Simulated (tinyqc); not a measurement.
Inside a calculation. Method: sp3 tight binding, zinc-blende lattice. One step of it, computed by the program tinyqc.

Question. Levels at L. Diagonalise the Hermitian matrix.

H(k) at L (eV):
```
                      a s                 a px                 a py                 a pz
a s            -13.380000             0.000000             0.000000             0.000000
a px             0.000000            -6.190000             0.000000             0.000000
a py             0.000000             0.000000            -6.190000             0.000000
a pz             0.000000             0.000000             0.000000            -6.190000
c s   -2.152937-2.152937i   1.414729+1.414729i   1.414729+1.414729i   1.414729+1.414729i
c px  -1.414729-1.414729i   0.698760+0.698760i  -1.888541-1.888541i  -1.888541-1.888541i
c py  -1.414729-1.414729i  -1.888541-1.888541i   0.698760+0.698760i  -1.888541-1.888541i
c pz  -1.414729-1.414729i  -1.888541-1.888541i  -1.888541-1.888541i   0.698760+0.698760i

                      c s                 c px                 c py                 c pz
a s   -2.152937+2.152937i  -1.414729+1.414729i  -1.414729+1.414729i  -1.414729+1.414729i
a px   1.414729-1.414729i   0.698760-0.698760i  -1.888541+1.888541i  -1.888541+1.888541i
a py   1.414729-1.414729i  -1.888541+1.888541i   0.698760-0.698760i  -1.888541+1.888541i
a pz   1.414729-1.414729i  -1.888541+1.888541i  -1.888541+1.888541i   0.698760-0.698760i
c s            -13.380000             0.000000             0.000000             0.000000
c px             0.000000            -6.190000             0.000000             0.000000
c py             0.000000             0.000000            -6.190000             0.000000
c pz             0.000000             0.000000             0.000000            -6.190000
```

Give: eigenvalues.

Answer.

eigenvalues (eV): -17.2061  -13.9063  -9.8490  -9.8490  -6.9724  -2.5310  -2.5310  -1.0553
